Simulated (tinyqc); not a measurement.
Pillar capacitor in an array: capacitance, non-linearity, leakage and relaxation: one step of the calculation.

A film between two metal electrodes, each interface adding a series capacitance ci. The small-signal permittivity is ek (1 + aq E^2); the field is found with the linear permittivity. Leakage J = J0 sinh(E/Ef). After a voltage step the film passes a relaxation current kr C V tt^(-nr), tt being the time in seconds. The sidewall is a coaxial capacitor with radii a = dm/2 and b = dm/2 + t, depth AR dm; the end face is left out.

Task. Planar capacitance, field and non-linearity. Planar film: Cf = eps0 ek/t, 1/C = 1/Cf + 2/ci, EOT = 3.9 eps0/C, effective permittivity C t/eps0, E = (V/t) C/Cf; quadratic coefficient [C(V)/C - 1]/V^2 with Cf (1 + aq E^2) in C(V).

Parameters, values chosen for the exercise; permittivity of the order of that of tantalum oxide: relative permittivity of the film ek = 26.3; film thickness t = 17 nm; capacitance of each electrode interface (dead layer and screening) ci = 280 uF/cm^2; quadratic field coefficient of the permittivity aq = 0.0055 cm^2/MV^2; bias V = 0.6 V; leakage prefactor J0 = 2.9e-10 A/cm^2; field for an e-fold rise of the leakage Ef = 0.21 MV/cm.

Constants: eps0 = 8.8541878128e-14 F/cm where lengths are in cm. Results are converted to the units shown.

Give: Cf; C; EOT; effective permittivity; E; quadratic coefficient; J.

Result.

Cf = 1.370 uF/cm^2
C = 1.357 uF/cm^2
EOT = 2.546 nm
effective permittivity = 26.05
E = 0.3495 MV/cm
quadratic coefficient = 1848 ppm/V^2
J = 7.385e-10 A/cm^2

The interfaces take 0.969 % of the voltage.

tinyqc, about 0.01 s, one thread, Intel Xeon 2.30GHz (shared host): `OMP_NUM_THREADS=1 python tinyqc.py 2102192 2102193 out.jsonl`
